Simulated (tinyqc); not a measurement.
Free and trapped electrons in a MOS channel with a dense trap tail: two steps of the calculation.

p-type body, charge-sheet picture, full ionisation (an idealisation for deep acceptors), Boltzmann statistics for free electrons. e = Ec - EF at the surface. Acceptor-like traps of density D(E) = D0 + De exp(-E/Ew) at depth E below Ec, from 0 to Eu, hold n_t = integral of D(E)/(1 + exp((e - E)/Vt)). psi = Eg - Vt ln(Nv/Na) - e; N_dep = sqrt(2 eps0 eps_r Na (psi - Vt)/q); n_f = sqrt(N_dep^2 + 2 eps0 eps_r Vt Nc exp(-e/Vt)/q) - N_dep; Vg = Vfb + psi + q (N_dep + n_t + n_f)/Cox, Cox = eps0 eox/tox.

Parameters, values chosen for the exercise; band and dielectric values close to those of 4H silicon carbide: temperature T = 250 K; band gap Eg = 3.23 eV; relative permittivity eps_r = 9.61; conduction-band density of states at T Nc = 1.3e19 cm^-3; valence-band density of states at T Nv = 1.9e19 cm^-3; relative permittivity of the insulator eox = 3.9; insulator thickness tox = 51 nm; acceptor density Na = 8.9e16 cm^-3; flat-band voltage without trapped charge Vfb = -2.2 V; constant background density of acceptor-like traps D0 = 2.9e10 cm^-2 eV^-1; density of the tail at the conduction edge De = 5.6e12 cm^-2 eV^-1; decay energy of the tail Ew = 0.1 eV; depth below Ec down to which the traps reach Eu = 0.69 eV; mobility of free electrons mf = 94 cm^2/(V s); Ec - EF at the surface e = 0.027 eV.

Constants: q = 1.602176634e-19 C, kB = 1.380649e-23 J/K, Vt = kB T/q, eps0 = 8.8541878128e-14 F/cm where lengths are in cm. Results are converted to the units shown.

Task 1. Trapped charge. Trapezoid rule on 14 equal steps from 0 to Eu, f = 1/(1 + exp((e - E)/Vt)).

Find: E; D(E) f; n_t.

Result 1.

| point | E (eV) | D(E) f (cm^-2 eV^-1) |
|---|---|---|
| 0 | 0 | 1.250e12 |
| 1 | 0.04929 | 2.545e12 |
| 2 | 0.09857 | 2.045e12 |
| 3 | 0.1479 | 1.301e12 |
| 4 | 0.1971 | 8.085e11 |
| 5 | 0.2464 | 5.054e11 |
| 6 | 0.2957 | 3.200e11 |
| 7 | 0.3450 | 2.068e11 |
| 8 | 0.3943 | 1.376e11 |
| 9 | 0.4436 | 9.534e10 |
| 10 | 0.4929 | 6.953e10 |
| 11 | 0.5421 | 5.376e10 |
| 12 | 0.5914 | 4.412e10 |
| 13 | 0.6407 | 3.824e10 |
| 14 | 0.6900 | 3.464e10 |

n_t = 4.344e11 cm^-2

Task 2. Charges and gate voltage. psi, N_dep, n_f and Vg as defined, with the n_t given; free share n_f/(n_f + n_t); apparent mobility mf n_f/(n_f + n_t); gate voltage spent on traps q n_t/Cox.

n_t = 4.3435049e11 cm^-2

Wanted: psi; N_dep; n_f; Vg; free share; apparent mobility; gate voltage spent on traps.

Result 2.

psi = 3.087 V
N_dep = 1.702e12 cm^-2
n_f = 2.335e11 cm^-2
Vg = 6.496 V
free share = 34.96 %
apparent mobility = 32.86 cm^2/(V s)
gate voltage spent on traps = 1.028 V

Program tinyqc, `OMP_NUM_THREADS=1 python tinyqc.py 2222172 2222173 out.jsonl`; Intel Xeon 2.30GHz, shared host, one thread, about 0.02 s.
